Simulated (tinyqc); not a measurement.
## Voltage acceleration of oxide breakdown, four models on the same data: lifetime against voltage in four models

Field E = V/tox in MV/cm. Models: ln(t63/1 s) = a - c X with X = E (E model), -1/E (1/E model), ln V (power law, c the exponent n) or sqrt(E).

a and c were fitted to stress data from 5.05 to 6.55 V. Project to Vu, multiply by exp[(Ea q/kB)(1/Tu - 1/Ts)] and by ks; ten years are 3.15576e8 s.

Values chosen for this exercise:
```
symbol,value,unit,meaning
tox,5.2,nm,oxide thickness
Ts,373,K,stress temperature
Tu,358,K,use temperature
Ea,0.87,eV,activation energy
ks,1.9e-6,,factor for area and percentile
```

Constants: q = 1.602176634e-19 C, kB = 1.380649e-23 J/K. Results are converted to the units shown.

| model | c | a |
|---|---|---|
| E | 2.58004 | 35.1019 |
| 1/E | 315.298 | -22.2635 |
| power | 28.6421 | 56.5121 |
| sqrt E | 17.2108 | 63.7234 |

Lifetime against voltage in four models:

| Vu (V) | log10 years, E | log10 years, 1/E | log10 years, power | log10 years, sqrt E |
|---|---|---|---|---|
| 2.32 | -2.482 | 8.295 | 1.347 | -0.8411 |
| 2.81 | -3.538 | 2.943 | -1.037 | -2.429 |
| 3.29 | -4.573 | -0.7539 | -2.999 | -3.854 |
| 3.78 | -5.628 | -3.559 | -4.726 | -5.206 |
| 4.26 | -6.663 | -5.682 | -6.213 | -6.447 |
| 4.75 | -7.719 | -7.406 | -7.567 | -7.644 |
| 5.23 | -8.753 | -8.782 | -8.764 | -8.758 |
| 5.72 | -9.809 | -9.948 | -9.878 | -9.843 |

The four agree within 0.14 decades in the last row, inside the stress range, and part by 10.8 decades in the first. The local exponent -d ln t/d ln V is c E for the E model, which shrinks as V falls, constant for the power law, and c/E for the 1/E model, which grows as V falls.

Range of the model: All four laws are empirical fits; none is established far below the stress range.

tinyqc, about 0.01 s, one thread, Intel Xeon 2.30GHz (shared host): `OMP_NUM_THREADS=1 python tinyqc.py 2070117 2070118 out.jsonl`
